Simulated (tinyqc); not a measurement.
Changing the temperature T: Bloch-Grueneisen resistivity of a metal. Computed by tinyqc, a small Python program. Command: `OMP_NUM_THREADS=1 python tinyqc.py 3028080 3028081 out.jsonl bg sweep`. One thread of a shared host (Intel(R) Xeon(R) Processor @ 2.30GHz), about 0.01 s of CPU time with the checks.

Electrons scatter from a Debye spectrum of phonons (n = 5 for scattering within one band, n = 3 for scattering into a second, heavy band) and from static defects.

Inputs (values chosen for the exercise, modelled on ruthenium): exponent n = 5; Debye temperature Theta = 413 K; transport coupling lambda_tr = 0.48; Drude plasma energy hbar w_p = 8.2 eV; residual resistivity rho_0 = 0.09 microohm cm; coefficient A of T^2 = 0.93 picoohm cm/K^2.

Addition: T^2 term.

Constants: k_B = 1.380649e-23 J/K; hbar = 1.054571817e-34 J s; eps_0 = 8.8541878128e-12 F/m; hbar = 6.582119569e-16 eV s; k_B = 8.617333262e-05 eV/K.

Method:
- rho_ph = (n - 1) rho_1 (T/Theta)^n J_n(Theta/T), with rho_1 = 2 pi lambda_tr k_B Theta/(hbar eps_0 w_p^2), the high-temperature line at T = Theta.
- J_n(y) = int_0^y x^n e^x/(e^x - 1)^2 dx, by 96 Gauss-Legendre points (upper limit at most 60).
- rho = rho_0 + A T^2 + rho_ph.
- Temperature coefficient (1/rho) d rho/dT by a central difference of +/- 0.5 K; residual ratio rho(295 K)/rho(4.2 K); scattering time tau = 1/(eps_0 w_p^2 rho); Wiedemann-Franz kappa = L_0 T/rho, L_0 = (pi^2/3)(k_B/e)^2.

One run for each value; columns: (1) temperature T (K); (2) resistivity rho (microohm cm); (3) phonon resistivity rho_ph (microohm cm); (4) temperature coefficient (1e-3/K); (5) Wiedemann-Franz conductivity (W/(m K)):
```
(1)    (2)        (3)    (4)    (5)
10    0.09  4.916e-05   0.48  271.0
16    0.09  5.154e-04   2.11  430.7
27    0.10  7.038e-03  13.80  675.0
45    0.17  8.149e-02  46.94  634.1
74    0.64  5.478e-01  36.64  281.2
120   2.01  1.906e+00  16.49  145.9
200   4.70  4.577e+00   7.07  103.9
330   8.89  8.703e+00   3.53   90.6
550  15.69  1.532e+01   1.95   85.6
900  26.40  2.556e+01   1.16   83.3
```

Describe and explain the trends.

Over the rows, resistivity rho (microohm cm) rises from 0.0901 to 26.4 (exponent d ln y / d ln x 0.014 between the first rows and 1.1 between the last); phonon resistivity rho_ph (microohm cm) rises from 4.92e-5 to 25.6 (exponent d ln y / d ln x 5.0 between the first rows and 1.0 between the last); temperature coefficient (1e-3/K) goes from 0.480 through a maximum among these rows, 46.9 at 45.0, to 1.16. At the low end the exponent of phonon resistivity rho_ph is 5.00, close to 5: the T^5 law. At the high end the exponent of phonon resistivity rho_ph is 1.04, close to 1: the linear law of classical vibrations. At the low end the exponent of Wiedemann-Franz conductivity is 0.99, close to 1: defect scattering, constant rho.

Caution (rows 45.0, 74.0, 120, 200): below about Theta/2 small-angle phonon scattering degrades heat flow more than charge flow, so a thermal conductivity taken from rho by the Wiedemann-Franz law would be too high.

Extremes, crossings and ranges named in words are read from the listed rows.
